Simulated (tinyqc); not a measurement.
# Phonon transmission through an interface between two chains by Green functions, step by step

A worked calculation. Computed by tinyqc, a small Python program that keeps every step. Command: `OMP_NUM_THREADS=1 python tinyqc.py 3013289 3013290 out.jsonl agf walk`. One thread of a shared host (Intel(R) Xeon(R) Processor @ 2.30GHz), about 0.01 s of CPU time with the checks. Intermediate numbers are printed to about 7 digits and carried at full precision; extremes and crossings named in words are read from the listed rows.

Two semi-infinite chains (masses m_1, m_2; springs k_1, k_2), motion along the chain. The central region holds the end atom of each chain and three interlayer atoms of mass m_b, joined by springs k_b. lambda = omega^2 in eV/(angstrom^2 u); nu = 15.6333042 THz x sqrt(lambda).

Inputs (values chosen for the exercise, for two model chains):
```
quantity,value,unit
mass m_1,72.4,u
spring k_1,6.06,eV/angstrom^2
mass m_2,216,u
spring k_2,2.75,eV/angstrom^2
junction spring k_b,1.3,eV/angstrom^2
interlayer mass m_b,105,u
probe frequency / lower band top,0.34,-
temperature T,100,K
```

Atoms in the interlayer: three.

Constants: nu for 1 eV/(angstrom^2 u) = 15.6333042 THz; h x 1 THz = 4.135667696 meV; k_B = 8.617333262e-05 eV/K; k_B = 1.380649e-23 J/K; h = 6.62607015e-34 J s.

## Band tops and impedances

nu_max = 15.6333042 THz x 2 sqrt(k/m); impedance Z = sqrt(k m); long-wave transmission 4 Z_1 Z_2/(Z_1 + Z_2)^2; the probe frequency is the given share of the lower band top.

band top of chain 1 = 9.045817 THz

band top of chain 2 = 3.527932 THz

Z_1 = 20.94622 sqrt(eV u)/angstrom

Z_2 = 24.37212 sqrt(eV u)/angstrom

long-wave transmission = 0.9942852

probe frequency = 1.199497 THz

## Self-energies and the matrix at the probe frequency

In chain i, sin(q_i a/2) = nu/nu_max,i. An outgoing wave makes the next atom move as exp(i q_i a) times the end atom, so the lead adds the self-energy Sigma_i = -k_i exp(i q_i a) to the force-constant matrix; Gamma_i = -2 Im Sigma_i = 2 k_i sin(q_i a). A = lambda M - K - Sigma over the central atoms, with K_ii the sum of the springs at i, K_(i,i+1) = -k_b; G = inverse of A; transmission = Gamma_1 Gamma_2 |G_(first,last)|^2.

q_1 a = 0.2659882 rad

q_2 a = 0.6938338 rad

Gamma_1 = 3.185898 eV/angstrom^2

Gamma_2 = 3.517191 eV/angstrom^2

A (complex symmetric) (eV/angstrom^2):
```
,end of 1,layer 1,layer 2,layer 3,end of 2
end of 1,-1.086889+1.592949i,1.300000,0.000000,0.000000,0.000000
layer 1,1.300000,-1.981861,1.300000,0.000000,0.000000
layer 2,0.000000,1.300000,-1.981861,1.300000,0.000000
layer 3,0.000000,0.000000,1.300000,-1.981861,1.300000
end of 2,0.000000,0.000000,0.000000,1.300000,-0.664200+1.758596i
```

## Transmission at the probe frequency

The formulas are those given above.

G_(first,last) = 0.0922331+0.2707725i angstrom^2/eV

transmission = 0.9168795

It is below the long-wave value 0.994.

## Thermal conductance

Landauer conductance G = k_B int tau(nu) x^2 e^x/(e^x - 1)^2 d nu, x = h nu/(k_B T), from 0 to the lower band top (240 Gauss-Legendre points in s from 0 to 1, nu = nu_top sin(pi s/2)); tau is the transmission, and its thermal mean is G over the value for tau = 1 in the same window; the quantum is g_0 = pi^2 k_B^2 T/(3 h).

conductance G = 31.07296 pW/K

thermal mean of the transmission = 0.6883978

G/g_0 = 0.3283172

## Transmission spectrum against simple models

Long-wave value 4 Z_1 Z_2/(Z_1 + Z_2)^2. Continuum estimate, with omega = sqrt(lambda): a slab of impedance Z_b = sqrt(k_b m_b) and phase p = omega x (number of interlayer atoms) x sqrt(m_b/k_b), tau = 4 Z_1 Z_2/[(Z_1 + Z_2)^2 cos^2 p + (Z_b + Z_1 Z_2/Z_b)^2 sin^2 p].

Transmission:
```
nu/nu_top,nu (THz),Green function,long-wave value,continuum estimate
0.05,0.176397,0.9258143,0.9942852,0.9521447
0.15,0.529190,0.6899481,0.9942852,0.7597398
0.25,0.881983,0.6875351,0.9942852,0.6663960
0.35,1.234776,0.9441963,0.9942852,0.7339835
0.45,1.587570,0.8350139,0.9942852,0.9239780
0.55,1.940363,0.5486450,0.9942852,0.9744072
0.65,2.293156,0.7085317,0.9942852,0.7888981
0.75,2.645949,0.7647108,0.9942852,0.6707437
0.85,2.998742,0.2758037,0.9942852,0.7120805
0.92,3.245698,0.9891402,0.9942852,0.8301474
0.98,3.457374,0.0135536,0.9942852,0.9478733
```

The transmission starts at the impedance value 0.994 and vanishes at the lower band top, 3.53 THz, above which chain 2 has no states. It first falls below half of that value at nu/nu_top = 0.85. The continuum estimate is within 0.05 up to nu/nu_top = 0.05; it leaves out dispersion, and it puts the faces of the slab half a spring from its outer atoms.

## Conductance against temperature

The formulas are those given above.

Conductance:
```
T (K),G (pW/K),mean transmission,G/g_0,G for transmission 1 (pW/K)
1,0.9333428,0.9861708,0.9861708,0.9464312
5,4.190974,0.8856374,0.8856374,4.732156
20,14.78056,0.7854128,0.7808575,18.81884
50,26.62702,0.7155740,0.5626827,37.21072
100,31.07296,0.6883978,0.3283172,45.13809
200,32.48022,0.6800841,0.1715931,47.75912
400,32.85563,0.6778936,0.08678822,48.46724
800,32.95106,0.6773386,0.04352015,48.64784
```

At 1 K G/g_0 = 0.986; as T goes to 0 it tends to the long-wave transmission, where only the impedances count. Towards high T all modes count more and more alike; at 800 K G is 33.0 pW/K and the mean transmission is 0.677, which is well below the low-T value.

Checks made by the program: low-frequency limit against the impedance formula (relative difference 3e-07); unitarity: Gamma_1 |G_11|^2 + Gamma_2 |G_1N|^2 = -2 Im G_11 (relative difference below 1e-10); conductance against a 1500-point midpoint sum (relative difference below 1e-10).
